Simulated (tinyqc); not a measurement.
## Programming of a floating-gate cell by Fowler-Nordheim tunnelling: threshold shift against time

Per tunnel area the floating gate has Ctun = 3.9 eps0/tox to the channel (0 V) and Ccg to the control gate, Ct = Ctun/(1 - ag), no other coupling. With the threshold shift U = -Q/Ccg the field is F = ag (Vg - U)/tox, and dU/dt = J/Ccg. Fowler-Nordheim: J = A F^2 exp(-B/F), A = q^2/(16 pi^2 hbar mo phi) (times 1e14 for A/cm^2 with F in V/nm, emitter mass m0), B = (4/3) sqrt(mo/C) phi^1.5, C = hbar^2/(2 m0).

Exact: exp(B/F(t)) = exp(B/F(0)) + K t, K = A B ag/(Ccg tox), and U = Vg - tox F/ag.

Parameters, values chosen for the exercise; oxide values close to those of silicon dioxide: tunnel barrier phi = 3.16 eV; tunnelling mass mo = 0.45 m0; tunnel oxide thickness tox = 8.8 nm; coupling ratio Ccg/Ct ag = 0.67; threshold shift at the start Vt0 = -0.9 V; control-gate voltage Vg = 14.3 V.

Constants: q = 1.602176634e-19 C, hbar = 1.054571817e-34 J s, m0 = 9.1093837015e-31 kg, eps0 = 8.8541878128e-14 F/cm where lengths are in cm, hbar^2/(2 m0) = 0.0380998212 eV nm^2. Results are converted to the units shown.

Threshold shift against time:
```
t (s)	F (V/nm)	J (A/cm^2)	U (V)	dU/dlog10 t (V)
6.7e-7	1.1553	0.030483	-0.87382	0.059028
4.1e-6	1.1462	0.025158	-0.75475	0.29812
2.5e-5	1.1123	0.011938	-0.30890	0.86255
0.00015	1.0498	0.0026805	0.51211	1.1621
0.0009	0.98161	4.2710e-4	1.4073	1.1110
0.0055	0.91874	6.2195e-5	2.2330	0.98865
0.033	0.86359	9.1825e-6	2.9573	0.87579
0.2	0.81437	1.3479e-6	3.6038	0.77914
1.2	0.77069	2.0121e-7	4.1776	0.69784
```

Read the table: what changes, and by how much?

U rises from -0.874 to 4.18 V, while J falls by 5.18 decades, at the end as t^(-1.06). Well past t0 = 1.71e-5 s the stored charge chokes the field and U gains only 0.698 V a decade.

Range of the model: Programming fields of 10 MV/cm and more wear the oxide; trapping and the channel potential are ignored.

Program tinyqc, `OMP_NUM_THREADS=1 python tinyqc.py 2130119 2130120 out.jsonl`; Intel Xeon 2.30GHz, shared host, one thread, about 0.02 s.
